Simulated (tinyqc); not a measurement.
Frenkel-Kontorova chain: a misfit dislocation (kink) in a monolayer on a periodic substrate. Inputs raised by 10 %, one at a time. Computed by tinyqc, a small Python program. Command: `OMP_NUM_THREADS=1 python tinyqc.py 3019849 3019850 out.jsonl fkchain sens`. One thread of a shared host (Intel(R) Xeon(R) Processor @ 2.30GHz), about 0.06 s of CPU time with the checks.

E = sum_j [(k/2)(x_(j+1) - x_j - b)^2 + (W/2)(1 - cos(2 pi x_j/a))], x_j = a (j + u_j). A kink takes u from 0 to 1: the chain is stretched by one period and has one atom fewer than wells.

Inputs (values chosen for the exercise, for a model overlayer):
```
quantity,value,unit
spring constant k,4.65,eV/angstrom^2
substrate period a,2.62,angstrom
corrugation W,5.82,eV
misfit f = (b - a)/a,0.58,-
atoms on each side n,10,-
atomic mass M,157,u
```

Relaxation: Newton steps.

Constants: nu for 1 eV/(angstrom^2 u) = 15.6333042 THz.

Method:
- l0 = sqrt(k a^2/(2 W)); kink u(j) = (2/pi) arctan exp(pi j/l0); kink energy at f = 0: E0 = (4/pi) W l0; with misfit E0 - k a^2 f; kinks become favourable at f_c = 2/(pi l0), and a coherent chain with free ends loses stability at f_m = 1/l0. Lowest vibration of the flat chain: nu0 = 15.6333042 THz x sqrt(2 pi^2 W/(a^2 M)).
- Discrete chain at f = 0, ends held at u = 0 and 1: E = (k a^2/2) sum (u_(j+1) - u_j)^2 + (W/2) sum (1 - cos 2 pi u_j), gradient g_j = k a^2 (2 u_j - u_(j-1) - u_(j+1)) + pi W sin(2 pi u_j), Hessian 2 k a^2 + 2 pi^2 W cos(2 pi u_j) on the diagonal and -k a^2 beside it.
- Start as above (continuum shape at j + 1/2, j = -n..n-1, l0 = sqrt(k a^2/(2 W))). u(new) = u - H^-1 g; stop when the largest gradient is below 1e-9 eV.
- Repeat by Newton steps with an atom at the centre (j = -n..n, u_0 = 1/2). Barrier = difference of the two energies; the lowest Hessian eigenvalue tells minimum from saddle.

Runs:
```
input moved,from,to,kink width l0,kink energy E0 (eV),critical misfit f_c,Peierls barrier (meV)
base run,-,-,1.656,12.27,0.3844,1579
spring constant k (eV/angstrom^2),4.65,5.115,1.737,12.87,0.3665,1389
substrate period a (angstrom),2.62,2.882,1.822,13.50,0.3495,1207
corrugation W (eV),5.82,6.402,1.579,12.87,0.4032,1953
misfit f = (b - a)/a,0.58,0.638,1.656,12.27,0.3844,1579
atomic mass M (u),157,172.7,1.656,12.27,0.3844,1579
```

Exponents ln(y'/y) / ln(x'/x):
```
input,kink width l0,kink energy E0,critical misfit f_c,Peierls barrier
spring constant k,0.5,0.5,-0.5,-1.346
substrate period a,1.0,1.0,-1.0,-2.822
corrugation W,-0.5,0.5,0.5,2.226
misfit f = (b - a)/a,0.0,0.0,0.0,0.000
atomic mass M,0.0,0.0,0.0,0.000
```

To which inputs is each result most sensitive?

Among the inputs moved here: kink width l0 answers most in size to substrate period a (exponent +1.000), next to spring constant k (+0.500); its exponent is below 0.0005 for misfit f = (b - a)/a, atomic mass M. kink energy E0 answers most in size to substrate period a (exponent +1.000), next to spring constant k (+0.500); its exponent is below 0.0005 for misfit f = (b - a)/a, atomic mass M. Its exponent +0.500 in spring constant k: the geometric mean of spring and corrugation. Its exponent +0.500 in corrugation W: the geometric mean of spring and corrugation. Critical misfit f_c answers most in size to substrate period a (exponent -1.000), next to spring constant k (-0.500); its exponent is below 0.0005 for misfit f = (b - a)/a, atomic mass M. Its exponent -0.500 in spring constant k: f_c goes as 1/l0. Its exponent +0.500 in corrugation W: f_c goes as 1/l0. Peierls barrier answers most in size to substrate period a (exponent -2.822), next to corrugation W (+2.226); its exponent is below 0.0005 for misfit f = (b - a)/a, atomic mass M.

Caution (all rows): a corrugation above 1 eV is larger than real overlayers usually show; it is chosen to keep the kink narrow. Caution (all rows): for l0 below about 3 the kink spans few atoms, and the continuum kink energy is off by about 2 per cent or more.
